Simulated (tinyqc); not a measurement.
Van der Pauw, Hall and four-point-probe measurements on a doped layer: correction factor against the shape of the sample.

A uniform p-type layer with sheet resistance Rs = 1/(q ns mu), point contacts, low field (mu B small).

Rs = 1/(q ns mu). For a rectangle with contacts at the corners, RA = (8 Rs/pi) sum_(k>=0) ln coth((2k + 1) pi a/(2 b)) with current along a short side b and voltage along the opposite one, RB the same with a and b exchanged. ar = a/b. F = Rs/[(pi/ln 2)(RA + RB)/2]; small-asymmetry estimate 1 - (ln 2/2) d^2 - ((ln 2)^2/4 - (ln 2)^3/12) d^4 with d = (RB - RA)/(RB + RA).

Values chosen for this exercise: sheet density of the layer ns = 3.5e13 cm^-2; drift mobility mu = 18 cm^2/(V s).

Constants: q = 1.602176634e-19 C. Results are converted to the units shown.

Result of one run:
```
ar	RA (ohm)	RB (ohm)	RB/RA	F	estimate of F
3.4	1.159	2.494e4	2.152e4	0.1753	0.5612
```

What becomes of these results when the side ratio a/b of a rectangular sample with corner contacts ar is changed from 3.4 to 2.37, all else the same?

Result of the changed run:
```
ar	RA (ohm)	RB (ohm)	RB/RA	F	estimate of F
2.37	29.47	1.475e4	500.6	0.2958	0.5653
```

The whole series:
```
ar	RA (ohm)	RB (ohm)	RB/RA	F	estimate of F
1	2186	2186	1.000	1.000	1.000
1.34	749.5	4899	6.536	0.7740	0.7861
1.69	249.5	8123	32.55	0.5221	0.6213
2.03	85.75	1.141e4	133.1	0.3803	0.5767
2.37	29.47	1.475e4	500.6	0.2958	0.5653
2.71	10.13	1.811e4	1788	0.2413	0.5623
3.06	3.372	2.157e4	6397	0.2026	0.5614
3.4	1.159	2.494e4	2.152e4	0.1753	0.5612
```

RB/RA rises from 1.00 to 21500 and F falls from 1.00 to 0.175. The estimate is 19 % above F at a/b = 1.69 and 3.20 times it in the last row. RA shrinks about as exp(-pi a/b): by a factor of 2.91 between the last two rows, against 2.91.

Computed by the program tinyqc: `OMP_NUM_THREADS=1 python tinyqc.py 2850112 2850113 out.jsonl`, one thread of a shared Intel Xeon 2.30GHz, about 0.01 s for the whole run.
